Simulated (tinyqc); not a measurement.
Fully depleted semiconductor-on-insulator film with two gates, non-linear Poisson equation by Newton steps: two steps of the calculation.

One dimension across the film, front interface at x = 0, back interface at x = ts. psi is counted from the intrinsic level, n = ni exp(psi/Vt) (source grounded), holes neglected, acceptors ionised. Gates act through Cox = eps0 eox/tox and Cbox = 3.9 eps0/tb with potentials G1 = Vg - (phiM - chi - Vt ln(Nc/ni)) and G2 = Vb - (phiB - chi - Vt ln(Nc/ni)). Classical Boltzmann densities, no interface charge, no depletion in the back plane.

Values chosen for this exercise; band and dielectric values close to those of In0.53Ga0.47As: temperature T = 300 K; band gap Eg = 0.743 eV; relative permittivity eps_r = 13.8; conduction-band density of states at T Nc = 2.08e17 cm^-3; valence-band density of states at T Nv = 7.8e18 cm^-3; electron affinity chi = 4.58 eV; relative permittivity of the gate insulator (close to silicon nitride) eox = 7.34; insulator thickness tox = 5.3 nm; film thickness ts = 6.1 nm; buried-oxide thickness (eps_r 3.9) tb = 47 nm; acceptor density of the film Na = 1e15 cm^-3; work function of the front gate phiM = 5.06 eV; work function of the back plane phiB = 4.63 eV; back-gate voltage Vb = -1.9 V; front-gate voltage Vg = 1.16 V.

Constants: q = 1.602176634e-19 C, kB = 1.380649e-23 J/K, Vt = kB T/q, eps0 = 8.8541878128e-14 F/cm where lengths are in cm. Results are converted to the units shown.

Question 1. Capacitances and gate potentials. ni = sqrt(Nc Nv) exp(-Eg/(2 Vt)), Eg in volts; Cox, Cbox, G1, G2 as defined; Cs = eps0 eps_r/ts; a = eps0 eps_r/h with h = ts/8; coupling ratio of a depleted film Cs Cbox/(Cox (Cs + Cbox)).

Wanted: ni; Cox; Cbox; Cs; a; G1; G2; coupling ratio.

Answer 1.

ni = 7.3140e11 cm^-3
Cox = 1.2262 uF/cm^2
Cbox = 0.073471 uF/cm^2
Cs = 2.0031 uF/cm^2
a = 16.025 uF/cm^2
G1 = 1.0047 V
G2 = -1.6253 V
coupling ratio = 0.057797

Question 2. Density, residual and Jacobian diagonal. Nodes 0 to 8, h = ts/8, box widths w = h (h/2 at both ends), a = eps0 eps_r/h. F_i = a (psi_(i+1) - 2 psi_i + psi_(i-1)) - q w_i (n_i + Na); F_0 = a (psi_1 - psi_0) + Cox (G1 - psi_0) - q w_0 (n_0 + Na); F_8 = a (psi_7 - psi_8) + Cbox (G2 - psi_8) - q w_8 (n_8 + Na). Diagonal b_i = -2 a - q w_i n_i/Vt, with -a - Cox and -a - Cbox in place of -2 a at the ends.

psi at the start, node 0 to 8 (V): [0.1, 0.1, 0.1, 0.1, 0.1, 0.1, 0.1, 0.1, 0.1]
ni = 7.3139780e11 cm^-3
a = 16.024628 uF/cm^2
G1 = 1.0046518 V
G2 = -1.6253482 V

Find: n; residual F; diagonal b.

Answer 2.

```
node  n (cm^-3)  residual F (1e-6 C/cm^2)  diagonal b (F/cm^2)
0     3.5001e13                    1.1093           -1.7251e-5
1     3.5001e13                    0.0000           -3.2049e-5
2     3.5001e13                    0.0000           -3.2049e-5
3     3.5001e13                    0.0000           -3.2049e-5
4     3.5001e13                    0.0000           -3.2049e-5
5     3.5001e13                    0.0000           -3.2049e-5
6     3.5001e13                    0.0000           -3.2049e-5
7     3.5001e13                    0.0000           -3.2049e-5
8     3.5001e13                   -0.1268           -1.6098e-5
```

Range of the model: In so thin a film or at such density quantum confinement moves the charge away from the interfaces and raises the threshold.

tinyqc, about 0.4 s, one thread, Intel Xeon 2.30GHz (shared host): `OMP_NUM_THREADS=1 python tinyqc.py 2190005 2190006 out.jsonl`
